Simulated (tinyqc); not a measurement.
Band-to-band tunnelling and avalanche in a reverse-biased abrupt junction: one step, computed by the program tinyqc. Command: `OMP_NUM_THREADS=1 python tinyqc.py 3030106 3030107 out.jsonl zener walk`. One thread of a shared host (Intel(R) Xeon(R) Processor @ 2.30GHz), about 0.01 s of CPU time with the checks.

Direct Kane tunnelling in the local field (for indirect gaps the mass is an effective fit) and one ionisation coefficient for both carriers. N is the doping of the light side, or N_A N_D/(N_A + N_D) for the symmetric junction; the built-in voltage is taken as E_g/e.

Problem. Junction at the given bias. E_g(T) = E_g - (T - 300 K)(-dE_g/dT); b(T) = b [1 + (rise)(T - 300 K)]; w = sqrt(2 eps eps_0 (V_R + E_g/e)/(e N)); F_m = 2 (V_R + E_g/e)/w; the field falls linearly from F_m to 0 across w.

Inputs (values chosen for the exercise, modelled on In0.53Ga0.47As): band gap at 300 K, E_g = 0.743 eV; gap narrowing with temperature, -dE_g/dT = 0.35 meV/K; permittivity eps = 13.9; effective doping N = 1e+17 1/cm^3; reverse bias V_R = 0.89 V; temperature T = 400 K.

Junction: one-sided.

Constants: eps_0 = 8.8541878128e-12 F/m; e = 1.602176634e-19 C.

Give: E_g(T); depletion width w; peak field F_m; shortest tunnelling distance E_g/(e F_m).

Solution.

E_g(T) = 0.708 eV

depletion width w = 156.69 nm

peak field F_m = 0.20397 MV/cm

shortest tunnelling distance E_g/(e F_m) = 34.710 nm
